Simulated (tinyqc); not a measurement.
Layer against dose: implant damage, amorphisation by cascade overlap, and solid-phase epitaxial regrowth. Computed by tinyqc, a small Python program. Command: `OMP_NUM_THREADS=1 python tinyqc.py 3113677 3113678 out.jsonl sper walk`. One thread of a shared host (Intel(R) Xeon(R) Processor @ 2.30GHz), about 0.01 s of CPU time with the checks.

Range and width of the damage are inputs. Dynamic annealing enters only through the surviving share f.

Inputs (values chosen for the exercise, modelled on arsenic ions in germanium):
```
quantity                           value    unit
atomic density N                    44.2  1/nm^3
ion Z1                                33       -
ion mass M1                         74.9       u
target Z2                             32       -
target mass M2                     72.63       u
ion energy E                          38     keV
displacement energy E_d               16      eV
depth of the damage peak R_d          17      nm
width of the damage profile s_d       11      nm
share of defects that survive f     0.54       -
critical displaced share x_c        0.12       -
dose Q                           3.2e+15  1/cm^2
```

Constants: a_0 = 0.529177210903 angstrom; e^2/(4 pi eps_0) = 14.39964548 eV angstrom.

Method. Robinson partition: eps = E a M2/(Z1 Z2 (e^2/(4 pi eps_0)) (M1 + M2)), a = 0.8853 a_0/sqrt(Z1^(2/3) + Z2^(2/3)); k = 0.0793 Z1^(2/3) Z2^(1/2) (M1 + M2)^(3/2)/((Z1^(2/3) + Z2^(2/3))^(3/4) M1^(3/2) M2^(1/2)); damage energy T_d = E/(1 + k (eps + 0.40244 eps^(3/4) + 3.4008 eps^(1/6))); displacements nu = 0.8 T_d/(2 E_d). Displaced share x(z) = f nu Q exp(-(z - R_d)^2/(2 s_d^2))/(sqrt(2 pi) s_d N); the layer is amorphous where x > x_c, between R_d -/+ s_d sqrt(2 ln(x_max/x_c)), the upper edge being cut at the surface. Threshold dose Q_c = Q x_c/x_max.

threshold dose Q_c = 4.02020e+13 1/cm^2

displacements per ion nu = 673.666

Dose series; the last column is f nu Q erfc((z2 - R_d)/(sqrt2 s_d))/2:
```
Q (1/cm^2)   x_max  upper edge (nm)  lower edge (nm)  displaced atoms beyond z2 (1/cm^2)
4.42e+13    0.1319           12.210           21.790                          5.3321e+15
6.03e+13    0.1800            7.095           26.905                          4.0348e+15
1.01e+14    0.3015            2.069           31.931                          3.2088e+15
1.61e+14    0.4806            0.000           35.324                          2.8039e+15
2.81e+14    0.8388            0.000           38.692                          2.4844e+15
4.82e+14    1.4387            0.000           41.518                          2.2636e+15
1.01e+15    3.0148            0.000           44.931                          2.0411e+15
2.01e+15    5.9997            0.000           47.768                          1.8850e+15
```

A dose 45 times larger moves the lower edge from 21.8 to 47.8 nm, as the root of a logarithm, and the damage beyond it falls by a factor 2.8, since the edge lies on an ever steeper tail. The layer reaches the surface at Q_c exp(R_d^2/(2 s_d^2)) = 1.33e14 per cm^2.
